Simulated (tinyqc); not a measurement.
Worked calculation: minority-electron transport through the base of a bipolar transistor (Moll-Ross and Kroemer integrals). Computed by tinyqc, a small Python program that keeps every step. Command: `OMP_NUM_THREADS=1 python tinyqc.py 3008751 3008752 out.jsonl base walk`. One thread of a shared host (Intel(R) Xeon(R) Processor @ 2.30GHz), about 0.01 s of CPU time with the checks. Intermediate numbers are printed to about 6 digits and carried at full precision; extremes and crossings named in words are read from the listed rows.

Low injection, one dimension, x from the emitter edge (0) to the collector edge (W), s = x/W. Recombination is treated as a small correction (valid for tau_B well below tau_n), computed from the stored charge.

Inputs (values chosen for the exercise, modelled on silicon):

| quantity | value | unit |
|---|---|---|
| intrinsic density n_i at the emitter edge | 1e+10 | 1/cm^3 |
| base doping at the emitter edge N_0 | 1.5e+18 | 1/cm^3 |
| base width W | 100 | nm |
| mu_min | 270 | cm^2/(V s) |
| mu_max | 1420 | cm^2/(V s) |
| N_ref | 9.9e+16 | 1/cm^3 |
| saturation velocity v_s | 0.95 | 1e7 cm/s |
| electron lifetime tau_n | 8.6 | ns |
| emitter Gummel number G_E | 7.1e+12 | s/cm^4 |
| base-emitter voltage V_BE | 0.65 | V |
| temperature T | 300 | K |
| doping ratio N_0/N(W) | 21 | - |
| gap narrowing across the base dE_g | 23 | meV |

Base doping profile: exponential. Gap grading: linear. Exit of the base: saturation velocity.

Constants: k_B = 8.617333262e-05 eV/K; e = 1.602176634e-19 C.

## Profile and built-in field

N(x) = N_0 (ratio)^(-s); n_i(x)^2 = n_i^2 exp(s dE_g/k_B T); D(x) = (k_B T/e) mu, mu = mu_min + (mu_max - mu_min)/(1 + (N/N_ref)^0.7). Field that drives electrons towards the collector, averaged over the base: (k_B T/e) ln[N_0 n_i(W)^2/(N(W) n_i^2)]/W.

Across the base:

| s | N (1/cm^3) | n_i(x)^2/n_i^2 | D (cm^2/s) | y (s/cm^5) |
|---|---|---|---|---|
| 0.0 | 1.50000e+18 | 1.00000 | 10.8392 | 1.38387e+17 |
| 0.2 | 8.15920e+17 | 1.19475 | 12.5088 | 5.45954e+16 |
| 0.4 | 4.43817e+17 | 1.42742 | 14.6856 | 2.11719e+16 |
| 0.6 | 2.41412e+17 | 1.70541 | 17.3521 | 8.15787e+15 |
| 0.8 | 1.31315e+17 | 2.03754 | 20.3800 | 3.16231e+15 |
| 1.0 | 7.14286e+16 | 2.43435 | 23.5359 | 1.24669e+15 |

drift factor eta (potential drop in k_B T/e) = 3.93420

mean built-in field = 10.1707 kV/cm

## Collector current and transit time

With y(x) = N n_i^2/(D n_i(x)^2): base Gummel number G_B = int_0^W y dx + N(W) n_i^2/(v_s n_i(W)^2); J_C = e n_i^2 exp(e V_BE/k_B T)/G_B; n(x) = (J_C/e)(n_i(x)^2/(N n_i^2)) [int_x^W y dx + the same exit term]; transit time tau_B = (e/J_C) int n dx; trapezoid rule on 401 even points.

base Gummel number G_B = 2.96162e+11 s/cm^4

collector current density J_C = 4.49470 A/cm^2

base transit time tau_B = 1.40042 ps

share of the exit term in G_B = 1.04289 %

mean velocity W/tau_B = 0.714072 1e7 cm/s

Plain diffusion with the D of the emitter edge would take W^2/(2D) = 4.61 ps, 3.29 times the result.

## Gain and speed

Emitter-limited gain beta_E = G_E/G_B; recombination-limited gain beta_R = tau_n/tau_B; 1/beta = 1/beta_E + 1/beta_R; f_T from the base alone = 1/(2 pi tau_B).

beta_E = 23.9734

beta_R = 6141.02

current gain beta = 23.8802

f_T from the base alone = 113.648 GHz

The gain is limited mainly by hole injection into the emitter (100 % of the base current).

## What grading buys

The formulas are those given above.

The same base with other gradings:

| dE_g (meV) | dE_g/k_B T | G_B (s/cm^4) | J_C gain | tau_B (ps) | speed gain |
|---|---|---|---|---|---|
| 0 | 0.0000 | 3.63968e+11 | 1.00000 | 1.66117 | 1.00000 |
| 25 | 0.9670 | 2.91399e+11 | 1.24903 | 1.38133 | 1.20259 |
| 50 | 1.9341 | 2.42444e+11 | 1.50124 | 1.17858 | 1.40947 |
| 75 | 2.9011 | 2.07463e+11 | 1.75437 | 1.02612 | 1.61889 |
| 100 | 3.8682 | 1.81288e+11 | 2.00767 | 0.90782 | 1.82984 |
| 150 | 5.8023 | 1.44758e+11 | 2.51431 | 0.73689 | 2.25428 |
| 200 | 7.7363 | 1.20475e+11 | 3.02111 | 0.61973 | 2.68049 |
| 300 | 11.6045 | 9.01910e+10 | 4.03552 | 0.46989 | 3.53521 |

At 100 meV J_C rises by a factor 2.01 and the transit is 1.83 times faster; at 300 meV the factors are 4.04 and 3.54. For a uniform base without exit term both tend to be linear in dE_g/k_B T, J_C as x/(1 - exp(-x)) and the speed as x/2. From 75 meV on the mean velocity W/tau_B exceeds v_s, so those speed gains are overstated.

Checks made by the program: Gummel integral against a 60-point Gauss rule (relative difference 1e-06).
